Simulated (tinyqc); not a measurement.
Band folding and unfolding in a supercell of a chain: one step. Levels and unfolding weights. Three cases, with inputs chosen for the exercise.

Question. Diagonalise and project each state on the k_m.

A chain with hopping -t and n = 4 sites a supercell. H(K) has v_j on the diagonal, -t between neighbours and -t exp(2 pi i K) on the bond that closes the cell (from the last site to the first of the next cell). The point K holds the n wave vectors k_m = (K + m)/n of the primitive zone, in 2 pi/a, m = 0 to n - 1, with E0 = -2t cos(2 pi k_m). The unfolding weight of a state c on k_m is |sum_j c_j exp(-2 pi i k_m j)|^2/n, j = 0 to n - 1.

Case 1.

Values chosen: Kq = 0.16 2 pi/(n a) (wave vector in the small zone).

H (eV), lower triangle (Hermitian):
```
                     1          2          3  4
1             0.220000
2            -1.470000          0
3                    0  -1.470000  -0.220000
4  -0.787665-1.241162i          0  -1.470000  0
```

Case 2.

Values chosen: Kq = 0.41 2 pi/(n a) (wave vector in the small zone).

H (eV), lower triangle (Hermitian):
```
                    1          2          3  4
1            0.840000
2           -1.920000          0
3                   0  -1.920000          0
4  1.621110-1.028787i          0  -1.920000  0
```

Case 3.

Values chosen: Kq = 0.34 2 pi/(n a) (wave vector in the small zone).

H (eV), lower triangle (Hermitian):
```
                    1          2          3  4
1            0.910000
2           -0.650000          0
3                   0  -0.650000          0
4  0.348287-0.548813i          0  -0.650000  0
```

Give: levels; weights.

Answer.

Case 1.

levels (eV): -2.8567  -0.7288  0.7288  2.8567

weights:
```
     level 1  level 2  level 3  level 4
m=0    0.996    0.003    0.001    0.000
m=1    0.001    0.000    0.996    0.003
m=2    0.000    0.001    0.003    0.996
m=3    0.003    0.996    0.000    0.001
```

Every state keeps 99.6 % on one k; rows and columns each add to one.

Case 2.

levels (eV): -2.9224  -2.0669  2.4712  3.3582

weights:
```
     level 1  level 2  level 3  level 4
m=0    0.944    0.053    0.001    0.002
m=1    0.001    0.003    0.927    0.069
m=2    0.001    0.002    0.071    0.927
m=3    0.055    0.942    0.001    0.002
```

The purest state keeps 94.4 % on one k and the most mixed (level 4) 92.7 %; rows and columns each add to one.

Case 3.

levels (eV): -1.0002  -0.4384  0.8156  1.5330

weights:
```
     level 1  level 2  level 3  level 4
m=0    0.884    0.092    0.005    0.019
m=1    0.005    0.035    0.785    0.176
m=2    0.003    0.018    0.202    0.778
m=3    0.109    0.855    0.009    0.028
```

The purest state keeps 88.4 % on one k and the most mixed (level 4) 77.8 %; rows and columns each add to one.

Computed by tinyqc, one run a case: `OMP_NUM_THREADS=1 python tinyqc.py N N+1 out.jsonl` with N = 1450170, 1450653, 1450762; one thread of a shared Intel(R) Xeon(R) Processor @ 2.30GHz, about 0.01 s a run at most.
